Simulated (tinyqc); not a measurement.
Comparisons within one model: temperature and isotope dependence of a band gap in oscillator models. A value that a table varies takes the place of the one given here.

E(T) = E0 - sum_i sl_i th_i n_i(T), n = 1/(exp(th/T) - 1). The same coupling lowers the gap at 0 K by the zero-point term ZP = sum_i sl_i th_i/2, so the gap of the static lattice is E0 + ZP. Thermal expansion is taken as part of the slopes.

Two-parameter forms are made to pass through the falls at the two temperatures T12: Varshni aV T^2/(T + bV), from the line T^2/fall = (T + bV)/aV; one oscillator s1 t1/(exp(t1/T) - 1), with t1 from the ratio of the falls.

Constants: kB = 8.617333262e-05 eV/K; hbar^2/2m0 = 3.80998211 eV angstrom^2.

Values chosen for the exercise (near those of AlN; not measured data):
- E0 = 6.156 eV (gap at 0 K)
- th = (247, 1125) K (temperatures of two oscillators)
- sl = (0.3128, 0.4692) meV/K (their high-temperature slopes)
- T12 = (760, 1940) K (temperatures of the fits)
- mm = 0.93 m0 (geometric mean of the density-of-states masses)
- T = 150 K (temperature)

## How far the fits carry

Falls of the gap from E0, and errors of the two fits against the model.

Results:
```
T (K)  fall (meV)  Varshni - model (meV)  one oscillator - model (meV)  fall/ZP
20           0.00                   0.55                          0.00    0.000
50           0.56                   2.70                         -0.56    0.002
100          7.15                   4.93                         -6.65    0.024
200         33.60                   8.59                        -16.76    0.111
300         73.16                  11.11                        -15.18    0.242
400        124.17                  10.54                        -10.66    0.410
600        247.30                   4.88                         -3.36    0.817
800        384.94                  -1.06                          0.58    1.272
```

What does this show, and why?

Below the first fit point the largest errors are +11.11 meV (Varshni, 300 K, on a fall of 73.16 meV) and -16.76 meV (one oscillator, 200 K); a T^2 law cannot freeze out; a single oscillator misses the soft modes. No row lies well beyond the second fit point, so the table does not test extrapolation to high T. The thermal fall equals ZP between 600 and 800 K.

## What the shift does to the intrinsic density

ni = 2 (mm kT/(4 pi c))^(3/2) exp(-E/2kT), c = hbar^2/2m0, with E(T) and with E0; 1 angstrom^-3 = 1e24 cm^-3. Apparent gap from an Arrhenius plot of ni/T^(3/2): E(T) - T dE/dT, dE/dT = -sum sl_i (th_i/T)^2 n_i (1 + n_i).

Results:
```
T (K)  E(T) (eV)  ni (cm^-3)  ni with E(T) / ni with E0  apparent gap (eV)
200       6.1224    8.90e-59                      2.650             6.1884
250       6.1042    5.08e-43                      3.324             6.2034
300       6.0828    1.81e-32                      4.117             6.2204
350       6.0585    6.81e-25                      5.031             6.2376
400       6.0318    3.47e-19                      6.056             6.2540
500       5.9729    3.83e-11                      8.374             6.2825
700       5.8411      0.0754                     13.606             6.3238
```

What can be read from the table?

Using E0 in place of E(T) understates ni by a factor that rises from 2.65 to 13.61, towards exp(sum sl/2kB) = 93.4. The slope of an Arrhenius plot returns neither E(T) nor E0 but the intercept of the tangent, 6.2204 eV at 300 K, which lies 64 meV above E0 and tends to the static gap 6.4586 eV.

## What each parameter does

Gap at T, slope -sum sl_i (th_i/T)^2 n_i (1 + n_i) and ZP. Each row changes one parameter from the base and keeps the others.

Results:
```
case                         E(T) (eV)  dE/dT (meV/K)  ZP (meV)
base                            6.1373        -0.2654    302.56
T = 190 K                       6.1256        -0.3166    302.56
E0 = 6.166 eV                   6.1473        -0.2654    302.56
th = (247, 1350) K              6.1375        -0.2555    355.34
sl = (0.4066, 0.4692) meV/K     6.1317        -0.3406    314.14
```

What does this show?

The largest shifts from the base row, up to three for each result and ties (the steps differ in size, so this ranks the rows, not the parameters). E(T) (eV): T -0.0116, E0 +0.0100, sl -0.0055. dE/dT (meV/K): sl -0.0752, T -0.0512, th +0.0099; unchanged at the printed digits by E0. ZP (meV): th +52.78, sl +11.58; unchanged at the printed digits by T and E0.

tinyqc: `OMP_NUM_THREADS=1 python tinyqc.py 1880805 1880806 out.jsonl`; about 0.01 s, one thread, shared Intel(R) Xeon(R) Processor @ 2.30GHz.
